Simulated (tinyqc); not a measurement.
# Changing the growth temperature T_g

Model: self-consistent Fermi level with native defects, at growth and after a quench. Computed by tinyqc, a small Python program. Command: `OMP_NUM_THREADS=1 python tinyqc.py 3004012 3004013 out.jsonl scfermi sweep`. One thread of a shared host (Intel(R) Xeon(R) Processor @ 2.30GHz), about 0.07 s of CPU time with the checks.

Energies are counted from the top of the valence band (VBM); when the gap shrinks with temperature the conduction band moves and the levels stay. The added dopant is taken as fully ionised. D and A draw on one reservoir with opposite signs, as the two vacancies of a compound do.

Inputs (values chosen for the exercise, with bands modelled on CdS):
```
quantity                                value   unit
gap E_g at 300 K                         2.49     eV
slope -dE_g/dT above 300 K            0.00028   eV/K
electron mass m_e                       0.203    m_0
valleys M_c                                 1      -
hole mass m_h                           0.806    m_0
E_f of the neutral native donor D       2.439     eV
E_f of the neutral native acceptor A    3.835     eV
shift s of the chemical potential      -0.092     eV
site density N_s                      4.5e+22  cm^-3
dopant density N_X                    1.6e+16  cm^-3
temperature of use T                      400      K
```

Added shallow dopant: acceptor.

levels of D above the VBM, most positive state first (eV): 0.885  1.39

levels of A above the VBM, (0/-1) first (eV): 0.129  0.136

Constants: m_0 = 9.1093837015e-31 kg; k_B = 1.380649e-23 J/K; h = 6.62607015e-34 J s; k_B = 8.617333262e-05 eV/K.

Method:
- E_f(D, 0) = input + s and E_f(A, 0) = input - s; E_f(q, E_F = 0) follows from the levels, eps(q/q-1) = E_f(q - 1) - E_f(q) at E_F = 0.
- E_g(T) = E_g - slope x max(0, T - 300 K).
- N_c = 2 M_c (2 pi m_e k_B T/h^2)^(3/2) and N_v = 2 (2 pi m_h k_B T/h^2)^(3/2), masses in units of m_0.
- At growth T = T_g.
- n = N_c F_1/2((E_F - E_g)/k_B T), p = N_v F_1/2(-E_F/k_B T).
- F_1/2(eta) = (2/sqrt(pi)) int_0^infinity sqrt(x)/(1 + exp(x - eta)) dx, by the trapezoid rule in t = sqrt(x) with step 0.02 up to t = 12 (for eta < -12 by exp(eta) - exp(2 eta)/2^(3/2)).
- In equilibrium c_q = N_s exp(-(E_f(q, 0) + q E_F)/k_B T).
- Net charge = p - n + sum q c_q - N_X; the log ratio is ln(positive charge/negative charge).
- E_F is the root of the log ratio, by 50 bisections between -0.5 eV and E_g + 0.5 eV.
- After a quench the totals of D and A stay as grown, and each is shared among its charge states with weights exp(-(E_f(q, 0) + q E_F)/k_B T).

One run for each value; columns: (1) growth temperature T_g (K); (2) total D (cm^-3); (3) total A (cm^-3); (4) E_F at growth (eV); (5) E_F after the quench (eV); (6) n after the quench (cm^-3); (7) p after the quench (cm^-3):
```
(1)         (2)        (3)    (4)     (5)        (6)        (7)
830   5.379e+14  4.958e+04  0.617  0.2597  6.323e-10  1.492e+16
950   4.640e+14  1.189e+08  0.722  0.2594  6.261e-10  1.507e+16
1100  5.207e+14  1.974e+11  0.856  0.2597  6.308e-10  1.496e+16
1200  6.995e+14  1.026e+13  0.948  0.2604  6.454e-10  1.462e+16
1300  1.105e+15  2.702e+14  1.036  0.2612  6.588e-10  1.432e+16
1400  2.397e+15  2.653e+15  1.092  0.2564  5.743e-10  1.643e+16
1500  6.630e+15  1.054e+16  1.109  0.2443  4.039e-10  2.336e+16
1700  4.646e+16  6.225e+16  1.108  0.2237  2.220e-10  4.249e+16
```

Over the rows, total D (cm^-3) goes from 5.38e14 through a minimum among these rows, 4.64e14 at 950, to 4.65e16; total A (cm^-3) rises from 49600 to 6.23e16 (exponent d ln y / d ln x 58 between the first rows and 14 between the last); E_F at growth (eV) goes from 0.617 through a maximum among these rows, 1.11 at 1500, to 1.11. Lines through ln c against 1/(k_B T_g) give apparent energies of 0.54 eV for D and 4.05 eV for A; they include the movement of E_F with T_g.

Extremes, crossings and ranges named in words are read from the listed rows.
